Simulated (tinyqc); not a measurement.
# Band bending at a free surface with a continuum of surface states, surface photovoltage and Kelvin probe, step by step

tinyqc, about 0.01 s, one thread, Intel Xeon 2.30GHz (shared host): `OMP_NUM_THREADS=1 python tinyqc.py 2430101 2430102 out.jsonl` Printed values are rounded.

n-type bulk, xi = Ec - EF = Vt ln(Nc/Nd), p0 = ni^2/Nd, ni = sqrt(Nc Nv) exp(-Eg/(2 Vt)), Eg in volts. b is the upward band bending, u = b/Vt. Space charge per area, in units of q: Qc = sign(b) sqrt((2 eps0 eps_r Vt/q) [(Nd + dn)(exp(-u) - 1) + Nd u + (p0 + dn)(exp(u) - 1)]), with dn the excess density under light (flat quasi-Fermi levels; 0 in the dark). The states hold -Ds (E0 - xi - b): negative while the Fermi level lies above the neutrality level. Neutrality: Qc + Qf + (charge of the states) = 0.

Values chosen for this exercise; band and dielectric values close to those of silicon: temperature T = 350 K; band gap Eg = 1.13 eV; relative permittivity eps_r = 11.5; conduction-band density of states at T Nc = 3.49e19 cm^-3; valence-band density of states at T Nv = 3.33e19 cm^-3; electron affinity chi = 3.99 eV; donor density Nd = 4.6e16 cm^-3; fixed positive charge at the surface Qf = 0 cm^-2; work function of the probe tip pt = 5.18 eV; density of surface states Ds = 1.2e13 cm^-2 eV^-1; depth of their neutrality level below the conduction edge E0 = 0.49 eV; excess carrier density under light dn = 4.6e14 cm^-3.

Constants: q = 1.602176634e-19 C, kB = 1.380649e-23 J/K, Vt = kB T/q, eps0 = 8.8541878128e-14 F/cm where lengths are in cm. Results are converted to the units shown.

## Bulk quantities

xi, ni, p0, the Debye length sqrt(eps0 eps_r Vt/(q Nd)) and the flat-band work function chi + xi.

xi = 0.200013 eV
ni = 2.49455e11 cm^-3
p0 = 1.35278e6 cm^-3
Debye length = 20.4131 nm
chi + xi = 4.19001 eV

## Iteration 1: band bending in the dark

b at the start = 0.23 V

Fixed-point step: b(new) = E0 - xi - (Qc(b) + Qf)/Ds.

b after iteration 1 = 0.261500 V

## Iteration 2: band bending in the dark

As before.

b after iteration 2 = 0.259338 V

## Course of the iteration

Stop when b changes by less than 1e-10 V, or after 40 iterations.

Course of the iteration:
```
iteration     b (V)  change (V)
1          0.261500      0.0315
2          0.259338     2.16e-3
3          0.259481     1.44e-4
4          0.259472     9.55e-6
5          0.259473     6.35e-7
6          0.259472     4.23e-8
7          0.259472     2.81e-9
8          0.259472    1.87e-10
9          0.259472    1.24e-11
```

Converged in 9 iterations. The step multiplies the error by -(dQc/db)/Ds = -0.067.

## Work function and Kelvin-probe reading

converged b = 0.259472 V

Work function chi + xi + b; contact potential difference CPD = (work function of the sample) - pt. Depth of EF below Ec at the surface: xi + b. Depletion width Qc/Nd.

xi + b = 0.459486 eV
Qc = 3.66168e11 cm^-2
Qc/Nd = 79.6018 nm
work function = 4.44949 eV
CPD = -730.514 mV

The Fermi level lies 30.5 meV above the neutrality level.

## Surface photovoltage

Under chopped light the surface charge keeps its dark value, so b falls to bL with Qc(bL, dn) = Qc(b, 0); the photovoltage is b - bL. Qc rises with b, so bL follows by bisection.

bL = 0.171391 V
photovoltage = 88.0812 mV
share of b removed = 33.9463 %
excess holes at the surface, dn exp(bL/Vt) = 1.35109e17 cm^-3
